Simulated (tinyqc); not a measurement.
Changing the tail density at the edge g_t: field-effect mobility of a thin-film transistor with band-tail and deep states (multiple trapping). Computed by tinyqc, a small Python program. Command: `OMP_NUM_THREADS=1 python tinyqc.py 3014312 3014313 out.jsonl tft sweep`. One thread of a shared host (Intel(R) Xeon(R) Processor @ 2.30GHz), about 0.2 s of CPU time with the checks.

A thick film in accumulation at small drain voltage. Only free electrons move; trapped ones still screen the gate. N_c and mu_0 are held fixed when T changes, leaving out the T^(3/2) growth of N_c. x = E_0 - psi is the distance of the Fermi level below the band edge.

Inputs (values chosen for the exercise, modelled on an amorphous In-Ga-Zn oxide):
```
quantity                                           value        unit
permittivity eps                                    11.5           -
effective density of states N_c                  4.9e+18      1/cm^3
band mobility mu_0                                    17  cm^2/(V s)
tail width E_t                                        44         meV
flat-band Fermi level below the edge, E_0           0.48          eV
equivalent oxide thickness t                         7.9          nm
surface band bending psi_s as a fraction of E_0     0.88           -
temperature T                                        300           K
```

Deep states: none.

Constants: k_B = 8.617333262e-05 eV/K; e = 1.602176634e-19 C; eps_0 = 8.8541878128e-12 F/m.

Method:
- F_j(eta) = int_0^infinity x^j/(1 + exp(x - eta)) dx, without a gamma-function factor.
- Integrals over x = E/(k_B T) use 160 Gauss-Legendre points in u = sqrt(x) from 0 to sqrt(max(eta, 0) + 32).
- Free n(x) = N_c (2/sqrt(pi)) F_1/2(-x/k_B T), with F_1/2 from its two-term series in exp(-x/k_B T) for x >= 12 k_B T; tail n_t(x) = int_0^1.2eV g_t exp(-E/E_t)/(1 + exp((x - E)/k_B T)) dE, E counted down from the edge, 120 Gauss-Legendre points; space charge rho(psi) = n + n_t less its value at psi = 0.
- Poisson: F(psi) = sqrt((2 e/(eps eps_0)) int_0^psi rho dpsi'); V_G - V_FB = psi_s + eps F(psi_s) t/3.9; free sheet density N_f = int (n - n(E_0))/F dpsi; induced sheet density N_i = eps eps_0 F(psi_s)/e; trapezoid rule on 301 even points in psi, the first interval left out of N_f.
- mu_eff = mu_0 N_f/N_i; field-effect mobility mu_FE = mu_0 e (dN_f/dV_G)/C_ox and swing S = dV_G/dlog10(N_f), by a central difference of +/- 2 mV in psi_s; C_ox = 3.9 eps_0/t.

One run for each value; columns: (1) tail density at the edge g_t (1/(eV cm^3)); (2) effective mobility mu_eff (cm^2/(V s)); (3) V_G - V_FB (V); (4) swing S (mV/decade); (5) induced sheet density N_i (1/cm^2):
```
(1)         (2)    (3)    (4)        (5)
4.80e+17  15.93  0.576  453.4  4.188e+11
1.30e+18  14.61  0.580  436.9  4.290e+11
3.50e+18  12.20  0.589  412.5  4.553e+11
9.30e+18   8.71  0.612  388.4  5.181e+11
2.50e+19   5.00  0.664  385.0  6.589e+11
6.70e+19   2.36  0.766  430.6  9.366e+11
1.80e+20   0.98  0.950  554.4  1.439e+12
4.80e+20   0.38  1.261  791.2  2.288e+12
```

Describe and explain the trends.

Over the rows, effective mobility mu_eff (cm^2/(V s)) falls from 15.9 to 0.382 (exponent d ln y / d ln x -0.087 between the first rows and -0.96 between the last); V_G - V_FB (V) rises from 0.576 to 1.26 (exponent d ln y / d ln x 0.0065 between the first rows and 0.29 between the last); swing S (mV/decade) goes from 453 through a minimum among these rows, 385 at 2.50e19, to 791. At the high end the exponent of effective mobility mu_eff is -0.96, close to -1: the tail holds nearly all the charge. At the high end the exponent of induced sheet density N_i is 0.47, close to 0.50: the field grows as the square root of the space charge.

Extremes, crossings and ranges named in words are read from the listed rows.
